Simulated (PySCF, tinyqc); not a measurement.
FCI on RHF in the sto-3g basis, frozen core, for BeH+, spin multiplicity 1, step by step. The lowest restricted solution is unstable here: a spin-polarised one lies 0.0035 hartree lower (PySCF). One step of it, computed by the program tinyqc.

Task: FCI: roots. Diagonalise (each vector has its largest component positive (the first on a tie)); all determinants have Ms = 0, so triplets appear too. The lowest singlet root is the correlation energy.

Occupation strings over the orbitals (2 doubly, a alpha, b beta, 0 empty; spin orbitals ordered 1a 1b 2a 2b ...): 220000 2ab000 2a000b 2ba000 2b000a 202000 20a00b 200200 200020 20b00a 200002

H - E(HF) between determinants (hartree), lower triangle:
```
           220000     2ab000     2a000b     2ba000     2b000a     202000     20a00b    200200
220000   0.000000
2ab000   0.000000   0.136933
2a000b   0.000000   0.001918   0.427993
2ba000   0.000000  -0.059641   0.054898   0.136933
2b000a   0.000000   0.054898  -0.118605   0.001918   0.427993
202000   0.059641   0.099368   0.055330  -0.099368  -0.055330   0.516732
20a00b  -0.054898   0.055330  -0.003995   0.035511   0.059848   0.111004   0.586381
200200   0.045300   0.034261  -0.025981  -0.034261   0.025981   0.048776  -0.008449  0.664971
200020   0.045300   0.034261  -0.025981  -0.034261   0.025981   0.048776  -0.008449  0.024249
20b00a   0.054898   0.035511   0.059848   0.055330  -0.003995  -0.111004  -0.071979  0.008449
200002   0.118605  -0.059848   0.027631   0.059848  -0.027631   0.071979  -0.001862  0.022634

          200020    20b00a    200002
200020  0.664971
20b00a  0.008449  0.586381
200002  0.022634  0.001862  0.887832
```

Give: lowest roots of this matrix, relative to E(HF); lowest vectors; <S^2> of these roots; weight of the ground state by excitation level 0, 1, 2, ....

Result:

lowest roots of this matrix, relative to E(HF) (hartree): -0.038  0.051  0.113  0.299  0.390  0.551  0.588  0.641

lowest vectors:
```
        root 1  root 2  root 3  root 4
220000   0.968   0.000  -0.121   0.000
2ab000   0.046   0.686   0.628   0.086
2a000b   0.030  -0.125   0.120   0.670
2ba000  -0.046   0.686  -0.628   0.086
2b000a  -0.030  -0.125  -0.120   0.670
202000  -0.144   0.000  -0.373   0.000
20a00b   0.099  -0.119   0.055  -0.210
200200  -0.047   0.000  -0.027   0.000
200020  -0.047   0.000  -0.027   0.000
20b00a  -0.099  -0.119  -0.055  -0.210
200002  -0.106   0.000   0.143   0.000
```

<S^2> of these roots: 0.000  2.000  0.000  2.000  0.000  2.000  0.000  0.000

weight of the ground state by excitation level 0, 1, 2, ...: 0.938  0.006  0.056
